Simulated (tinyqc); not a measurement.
## Well width for a wanted wavelength

Problem. The layer is x parts of the first compound and 1 - x of the second, grown coherently on the third as substrate and barrier. Rows of the table: lattice constant a, average valence level Ea on an absolute scale, spin-orbit splitting so, gaps at Gamma, X and L, hydrostatic deformation potentials av and ac (Gamma), shear potential b, elastic constants, electron and heavy-hole (along z) masses. All are interpolated linearly in x; gaps get -C x (1 - x), taken wholly in the conduction band; real line-ups can differ from this model by 0.1 eV or more. In-plane strain e = (a_substrate - a)/a, e_z = -2 (c12/c11) e, volume change 2 e + e_z. With v = 2 e + e_z and d = 2 b (e_z - e): Eav = Ea + av v; E_hh = Eav + so/3 - d/2; E_lh = Eav - so/6 + d/4 + sqrt(so^2 + so d + 9 d^2/4)/2; E_c = Ea + so/3 + EG + ac v (Gamma). Substrate: E_v = Ea + so/3, E_c = E_v + EG. Well depths: dEc = E_c(substrate) - E_c, dEhh = E_hh - E_v(substrate), dElh likewise; strained Gamma gap E_c - max(E_hh, E_lh); positive values confine carriers in the layer. Lowest level of a finite well of width Lw and depth V: kw Lw/2 = arctan(sqrt((mw/mb)(V - E)/E)), kw = sqrt(mw E/C), C = hbar^2/(2 m0), for electrons (dEc) and heavy holes (dEhh), mb from the substrate; transition E_c - E_hh + both levels, without exciton binding; wavelength h c/E. Find Lw and the two levels.

Parameters, values chosen for the exercise: fraction of the first compound in the layer x = 0.4; bowing of the Gamma gap CG = 1.43 eV; bowing of the X gap CX = 1.2 eV; bowing of the L gap CL = 1.2 eV.

Constants: q = 1.602176634e-19 C, hbar = 1.054571817e-34 J s, h = 6.62607015e-34 J s, m0 = 9.1093837015e-31 kg, c = 299792458 m/s, hbar^2/(2 m0) = 0.0380998212 eV nm^2. Results are converted to the units shown.

Binary compounds, values chosen for the exercise:
```
              close to GaSb  close to GaAs  close to InP
a (angstrom)          6.096          5.653         5.869
Ea (eV)               -6.25          -6.92         -7.04
so (eV)                0.75          0.339         0.111
EG (eV)               0.728           1.42          1.34
EX (eV)                1.04           1.92          2.22
EL (eV)               0.822           1.71          1.91
av (eV)               0.796           1.16          1.26
ac (eV)                -6.8          -7.07         -5.07
b (eV)                   -2          -1.72         -1.71
c11 (GPa)              88.5            117           102
c12 (GPa)              40.7           54.1          56.9
me (m0)              0.0395         0.0671        0.0795
mh (m0)               0.248          0.349         0.537
```

wavelength = 1457.0571 nm

Solution. Both levels fall steadily as the well widens, so the wavelength rises steadily and one width matches.

Lw = 4.30 nm
electron level = 45.8 meV
heavy-hole level = 38.9 meV

Computed by the program tinyqc: `OMP_NUM_THREADS=1 python tinyqc.py 2690119 2690120 out.jsonl`, one thread of a shared Intel Xeon 2.30GHz, about 0.01 s for the whole run.
